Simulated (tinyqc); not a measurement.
Growth with time: grain growth, pinning, strength and diffusional creep of a polycrystal or thin film. Computed by tinyqc, a small Python program. Command: `OMP_NUM_THREADS=1 python tinyqc.py 3005269 3005270 out.jsonl grain walk`. One thread of a shared host (Intel(R) Xeon(R) Processor @ 2.30GHz), about 0.01 s of CPU time with the checks.

One mean grain size d describes the structure.

Inputs (values chosen for the exercise, modelled on nickel):

| quantity | value | unit |
|---|---|---|
| boundary energy gamma | 0.78 | J/m^2 |
| mobility prefactor M0 | 3.5e-05 | m^4/(J s) |
| activation energy of boundary motion Q_m | 1.43 | eV |
| anneal temperature T | 670 | K |
| initial grain size d0 | 15 | nm |
| particle volume fraction f | 0.0026 | - |
| particle radius r | 2.1 | nm |
| film thickness h | 58 | nm |
| surface energy gamma_s | 2.7 | J/m^2 |

Sample: thin film on a substrate.

Constants: k_B = 8.617333262e-05 eV/K.

Method. M = M0 exp(-Q_m/(k_B T)). The driving pressure is 2 gamma/d. Zener pinning pressure 3 f gamma/(2 r) stops growth at d_Z = 4 r/(3 f). Grooves where boundaries meet the surface have the angle theta = arcsin(gamma/(2 gamma_s)) and are taken to stop growth at d_h = h/(2 theta), a few film thicknesses; the limit is 1/d_lim = 1/d_Z + 1/d_h. dd/dt = 2 M gamma (1/d - 1/d_lim) integrates to 2 M gamma t = d_lim (d0 - d) + d_lim^2 ln[(d_lim - d0)/(d_lim - d)]; without pinning d^2 = d0^2 + 4 M gamma t.

limit d_lim = 168.722 nm

mobility M = 6.13093e-16 m^4/(J s)

At T:

| t (s) | free growth (nm) | pinned growth (nm) | d/d_lim |
|---|---|---|---|
| 0.045 | 17.64 | 17.40 | 0.10313 |
| 0.15 | 22.63 | 21.91 | 0.12987 |
| 0.45 | 32.95 | 31.03 | 0.18392 |
| 1.5 | 55.63 | 49.79 | 0.29510 |
| 4.5 | 93.98 | 77.45 | 0.45907 |
| 15 | 170.05 | 118.41 | 0.70179 |
| 45 | 293.77 | 153.84 | 0.91177 |
| 150 | 535.87 | 168.32 | 0.99762 |

What follows from these numbers?

The apparent exponent d ln d/d ln t of the pinned growth is at most about 0.40, below the ideal 1/2, and falls to 0.075 in the last rows: the initial size hides the law early and pinning hides it late.
